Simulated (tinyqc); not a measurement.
From results back to parameters: mean-field antiferromagnet of the Hubbard model on the square lattice. Three cases, with inputs chosen for the exercise.

Problem. In the insulating state f(E-) = 1 and f(E+) = 0, so the gap equation is 1 = (U/2) mean 1/sqrt(e-^2 + Delta^2). Delta is given and U is hidden.

e(k) = -2 t (cx + cy) - 4 t2 cx cy, ci = cos ki; one electron a site; Q = (pi, pi). <n_up - n_dn> = m cos(Q.R) gives Delta = U m/2 and bands E = e+ -/+ sqrt(e-^2 + Delta^2), e+- = (e(k) +- e(k + Q))/2 (the constant U/2 is dropped). Means run over the mesh k_i = 2 pi (j + 1/2)/N of the whole zone: mu from mean(f(E-) + f(E+)) = 1; m(out) = mean of Delta (f(E-) - f(E+))/sqrt(e-^2 + Delta^2); free energy per site F = -kT mean[ln(1 + exp(-(E- - mu)/kT)) + ln(1 + exp(-(E+ - mu)/kT))] + mu + U m^2/4. Order at T > 0 in two dimensions is an artefact of mean field.

Case 1.

Classes of points:

| \|e-\| (eV) | e+ (eV) | points |
|---|---|---|
| 0.0000 | 0.0000 | 12 |
| 1.9226 | 0.0000 | 16 |
| 3.8452 | 0.0000 | 8 |

Delta = 3.05089 eV

Case 2.

Classes of points:

| \|e-\| (eV) | e+ (eV) | points |
|---|---|---|
| 0.0000 | -0.2700 | 8 |
| 0.0000 | 0.0000 | 4 |
| 1.0219 | 0.0000 | 16 |
| 2.0438 | 0.2700 | 8 |

Delta = 3.32573 eV

Case 3.

Classes of points:

| \|e-\| (eV) | e+ (eV) | points |
|---|---|---|
| 0.0000 | 0.0000 | 16 |
| 0.5087 | 0.0000 | 16 |
| 0.7194 | 0.0000 | 8 |
| 1.2282 | 0.0000 | 16 |
| 1.7369 | 0.0000 | 8 |

Delta = 1.42925 eV

Find: mean 1/sqrt(e-^2 + Delta^2); U; m.

Solution. Form the weighted mean over the classes; U = 2/mean and m = 2 Delta/U.

Case 1.

mean 1/sqrt(e-^2 + Delta^2) = 0.278 1/eV
U = 7.20 eV
m = 0.847

Case 2.

mean 1/sqrt(e-^2 + Delta^2) = 0.285 1/eV
U = 7.02 eV
m = 0.948

Case 3.

mean 1/sqrt(e-^2 + Delta^2) = 0.606 1/eV
U = 3.30 eV
m = 0.866

Computed by tinyqc, one run a case: `OMP_NUM_THREADS=1 python tinyqc.py N N+1 out.jsonl` with N = 1681559, 1681624, 1681633; one thread of a shared Intel(R) Xeon(R) Processor @ 2.30GHz, about 0.2 s a run at most.
